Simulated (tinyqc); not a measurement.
Comparisons within one model: complex band structure along [001] in sp3s* tight binding. A value that a table varies takes the place of the one given here.

For k = (0, 0, kz) the phase sums are g0 = cos(phi) and g3 = i sin(phi), phi = kz a/4, and the s, pz, s* orbitals of anion (a) and cation (c) decouple from px, py. With z = exp(i phi), H(z) = H0 + z T + T^T/z for any complex z. H0 is diagonal (Esa, Epa, Exa, Esc, Epc, Exc). The anion-cation block is B(z) = z U + W/z and the cation-anion block z W^T + U^T/z, where U has Vss/2 (s,s), Vsapc/2 (s,z), -Vscpa/2 (z,s), Vxx/2 (z,z), Vxapc/2 (s*,z), -Vpaxc/2 (z,s*), and W has the same values with the s-z and s*-z signs reversed. |z| = 1 is a band state, |z| < 1 decays along [001] as exp(-kappa d) over a distance d, kappa = -(4/a) ln|z|. No spin-orbit coupling.

Constants: hbar^2/2m0 = 3.80998211 eV angstrom^2.

Values chosen for the exercise (out of a larger set: near a published set for InAs, fitted to gaps, whose masses and valley positions are rough (light masses up to twice too heavy); not measured data): p = (-9.537, 0.913, -2.72, 3.732, 7.429, 6.732, -5.618, 1.834, 4.464, 3.026, 5.447, 3.377, 3.919) eV (order Esa, Epa, Esc, Epc, Exa, Exc, Vss, Vxx, Vxy, Vsapc, Vscpa, Vxapc, Vpaxc); a = 6.063 angstrom (lattice constant); dE = 0.3 eV (E - Ev).

## Decay across the direct gap

Ev = 0.00944 eV
EG (direct gap) = 0.43319 eV

masses of this model, from the curvature at Gamma (m0): m_lh 0.02908, m_e 0.03118

kappa of the imaginary branch at Gamma against three formulas: parabolic from the valence edge, sqrt(m_lh E/c); parabolic from the conduction edge, sqrt(m_e (EG - E)/c); two-band (Franz), sqrt(m E (1 - E/EG)/c) with m = 2 m_lh m_e/(m_lh + m_e). E from Ev; c = hbar^2/2m0.

kappa (1/angstrom):

| E/EG | E (eV) | tight binding | parabolic, valence | parabolic, conduction | two-band |
|---|---|---|---|---|---|
| 0.05 | 0.0217 | 0.0126 | 0.0129 | 0.0580 | 0.0127 |
| 0.15 | 0.0650 | 0.0206 | 0.0223 | 0.0549 | 0.0209 |
| 0.25 | 0.1083 | 0.0251 | 0.0288 | 0.0516 | 0.0253 |
| 0.35 | 0.1516 | 0.0277 | 0.0340 | 0.0480 | 0.0279 |
| 0.50 | 0.2166 | 0.0292 | 0.0407 | 0.0421 | 0.0292 |
| 0.65 | 0.2816 | 0.0280 | 0.0464 | 0.0352 | 0.0279 |
| 0.75 | 0.3249 | 0.0255 | 0.0498 | 0.0298 | 0.0253 |
| 0.85 | 0.3682 | 0.0211 | 0.0530 | 0.0231 | 0.0209 |
| 0.95 | 0.4115 | 0.0129 | 0.0560 | 0.0133 | 0.0127 |

How do the results move?

The branch joins the light-hole and conduction bands and peaks, among these rows, at E/EG = 0.50 with kappa = 0.0292 1/angstrom. At mid-gap the parabola from the conduction edge is +44 % off and the two-band form +0.1 %; over 5 nm the parabola would misstate exp(-2 kappa d) by a factor 3.63.

## Band-to-band tunnelling in a uniform field

WKB at zero transverse momentum: T = exp(-2 I/(eF)), I = integral of kappa dE across the direct gap (8 Gauss-Legendre points in theta, E = EG sin^2 theta, 0 to pi/2); 1 MV/cm = 0.01 V/angstrom. The two-band form gives I = (pi/8) sqrt(m/c) EG^(3/2) with m = 2 m_lh m_e/(m_lh + m_e).

Tunnelling:

| F (MV/cm) | path EG/eF (angstrom) | exponent 2I/eF | T, tight binding | T, two-band |
|---|---|---|---|---|
| 0.50 | 86.6 | 3.978 | 0.0187 | 0.0187 |
| 0.75 | 57.8 | 2.652 | 0.0705 | 0.0704 |
| 1.00 | 43.3 | 1.989 | 0.137 | 0.137 |
| 1.50 | 28.9 | 1.326 | 0.266 | 0.265 |
| 2.00 | 21.7 | 0.995 | 0.370 | 0.370 |
| 3.00 | 14.4 | 0.663 | 0.515 | 0.515 |
| 4.00 | 10.8 | 0.497 | 0.608 | 0.608 |

I, tight binding = 0.009945 eV/angstrom
I, two-band = 0.009951 eV/angstrom

How do the results move?

The two-band integral is +0.06 % from the tight-binding one, which makes the two-band T 0.9977 times the other at 0.5 MV/cm and 0.9997 times at 4 MV/cm. Doubling the field from 1 to 2 MV/cm halves the exponent and raises T by a factor 2.7. Where the exponent falls below about 2 the WKB form is only a guide.

## Energy and lattice constant

The slowest root of the s-pz block and the heavy-hole branch, sinh^2(kappa a/4) = ((E - Epa)(E - Epc) - Vxx^2)/(Vxx^2 - Vxy^2), at E = Ev + dE with Ev the lower root of [[Epa, Vxx], [Vxx, Epc]]; the couplings are kept when a changes. Each row changes one parameter from the base and keeps the others.

Results:

| case | slowest kappa (1/angstrom) | heavy-hole kappa (1/angstrom) |
|---|---|---|
| base | 0.0272 | 0.1823 |
| dE = 0.33 eV | 0.0251 | 0.1904 |
| a = 6.245 angstrom | 0.0264 | 0.1770 |

What can be read from the table?

The largest shifts from the base row, up to three for each result and ties (the steps differ in size, so this ranks the rows, not the parameters). slowest kappa (1/angstrom): dE -0.0020, a -0.0008. heavy-hole kappa (1/angstrom): dE +0.0080, a -0.0053. With the couplings fixed, kappa a stays, so kappa scales as 1/a.

Run: tinyqc, `OMP_NUM_THREADS=1 python tinyqc.py 1482578 1482579 out.jsonl`; Intel(R) Xeon(R) Processor @ 2.30GHz, one thread, shared host; about 0.01 s of CPU time with all checks.
